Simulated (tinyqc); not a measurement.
Capacitances against the relative permittivity between the lines.

Endless row of lines of width wl, height tl and space sl between grounded planes at distance hd; e2 fills the gaps beside the lines, e1 the rest. Laplace's equation is solved on meshes of 3, 6 and 12 steps per unit u and extrapolated (Aitken), which is good to about 0.2 %. C_even (all lines at 1 V) is the capacitance Cg to the planes; C_odd (neighbours in antiphase) = Cg + 4 Cc if only nearest neighbours couple, which defines Cc; total with quiet neighbours Cg + 2 Cc. Plate values 2 eps0 e1 wl/hd and eps0 e2 tl/sl.

Inputs (values chosen for the exercise):
```
symbol  value  unit                                          meaning
e1        4.2        relative permittivity above and below the lines
wl          4     u                           line width, in units u
tl         12     u                                      line height
sl          4     u                              space between lines
hd          6     u                           distance to each plane
```

Constants: eps0 = 8.8541878128e-12 F/m. Results are converted to the units shown.

The same in every row: plate Cg (aF/um) = 49.6.

Result of one run:

| Cg (aF/um) | Cc (aF/um) | Cg + 2 Cc (aF/um) | C_odd (aF/um) | plate Cc (aF/um) | share of coupling, 2 Cc/(Cg + 2 Cc) (%) |
|---|---|---|---|---|---|
| 89.7 | 42.7 | 175 | 261 | 26.6 | 48.8 |

Which relative permittivity between the lines e2 gave this result: 1, 2.5, 3 or 3.9?

e2 = 1.

The whole series:

| e2 | Cg (aF/um) | Cc (aF/um) | Cg + 2 Cc (aF/um) | C_odd (aF/um) | plate Cc (aF/um) | share of coupling, 2 Cc/(Cg + 2 Cc) (%) |
|---|---|---|---|---|---|---|
| 1 | 89.7 | 42.7 | 175 | 261 | 26.6 | 48.8 |
| 1.5 | 90.8 | 56.0 | 203 | 315 | 39.8 | 55.2 |
| 2 | 91.6 | 69.3 | 230 | 369 | 53.1 | 60.2 |
| 2.5 | 92.3 | 82.6 | 257 | 423 | 66.4 | 64.1 |
| 3 | 92.9 | 95.9 | 285 | 476 | 79.7 | 67.4 |
| 3.9 | 93.7 | 120 | 333 | 573 | 104 | 71.9 |
| 5 | 94.5 | 149 | 392 | 690 | 133 | 75.9 |
| 7 | 95.4 | 202 | 500 | 904 | 186 | 80.9 |

As e2 goes from 1 to 7, Cg rises from 89.7 to 95.4 aF/um, Cc rises from 42.7 to 202 aF/um and the share of coupling rises from 48.8 to 80.9 %. Cg is 1.81 times its plate value in the first row and 1.92 times in the last; for Cc the ratios are 1.61 and 1.09. Neighbours in antiphase raise the load by a factor of 1.49 and 1.81 over quiet ones.

tinyqc, about 0.7 s, one thread, Intel Xeon 2.30GHz (shared host): `OMP_NUM_THREADS=1 python tinyqc.py 2790225 2790226 out.jsonl`
